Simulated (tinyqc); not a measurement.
# Changing the valley separation dE

Model: two-valley model of the transferred-electron effect. Computed by tinyqc, a small Python program. Command: `OMP_NUM_THREADS=1 python tinyqc.py 3029792 3029793 out.jsonl gunn sweep`. One thread of a shared host (Intel(R) Xeon(R) Processor @ 2.30GHz), about 0.02 s of CPU time with the checks.

Both kinds of valley share one electron temperature T_e, and each has a constant mobility.

Inputs (values chosen for the exercise, modelled on CdTe):
```
quantity                       value        unit
central-valley mass m1         0.098         m_0
satellite-valley mass m2        0.32         m_0
satellite valleys Z                4           -
central-valley mobility mu1     1000  cm^2/(V s)
satellite-valley mobility mu2     81  cm^2/(V s)
energy relaxation time tau_E    0.57          ps
lattice temperature T            200           K
```

Solver: bisection.

Constants: k_B = 8.617333262e-05 eV/K.

Method. Density-of-states ratio R = Z (m2/m1)^(3/2); n2/n1 = R exp(-dE/(k_B T_e)); mean mobility mu = (mu1 + mu2 n2/n1)/(1 + n2/n1); energy balance e mu F^2 = (3/2) k_B (T_e - T)/tau_E; v = mu F. Using T_e as the parameter, F(T_e) = sqrt(3 k_B (T_e - T)/(2 e mu tau_E)) and v = mu F; find the first maximum and the next minimum of v, and the most negative dv/dF between them.

One run for each value; columns: (1) valley separation dE (eV); (2) threshold field (kV/cm); (3) peak velocity (1e7 cm/s); (4) peak-to-valley ratio; (5) T_e at the threshold (K):
```
(1)      (2)     (3)     (4)     (5)
0.23  15.717  0.8889  1.0129   816.1
0.40  18.922  1.2576  1.0468  1249.3
0.54  21.666  1.4976  1.0605  1630.8
0.72  24.840  1.7596  1.0705  2127.4
0.96  28.572  2.0582  1.0781  2793.3
1.30  33.174  2.4193  1.0841  3739.2
```

Give the missing row, valley separation dE (eV) = 0.30.

Computed row; columns: (1) valley separation dE (eV); (2) threshold field (kV/cm); (3) peak velocity (1e7 cm/s); (4) peak-to-valley ratio; (5) T_e at the threshold (K):
```
(1)      (2)     (3)     (4)    (5)
0.30  16.876  1.0550  1.0304  985.1
```

Interpolating between the two neighbouring rows (the first column on a logarithmic scale, the others too where they are positive) misses most in threshold field (kV/cm), by 1.8 %. Over the rows, threshold field (kV/cm) rises from 15.7 to 33.2 (exponent d ln y / d ln x 0.27 between the first rows and 0.49 between the last); peak velocity (1e7 cm/s) rises from 0.889 to 2.42 (exponent d ln y / d ln x 0.64 between the first rows and 0.53 between the last); peak-to-valley ratio rises from 1.01 to 1.08 (exponent d ln y / d ln x 0.064 between the first rows and 0.018 between the last).  Left out: 0.130, 0.170 (no negative differential mobility).

Caution (rows 1.30): T_e at the threshold exceeds 3000 K, outside the range of a Maxwellian in parabolic valleys.

Extremes, crossings and ranges named in words are read from the listed rows.
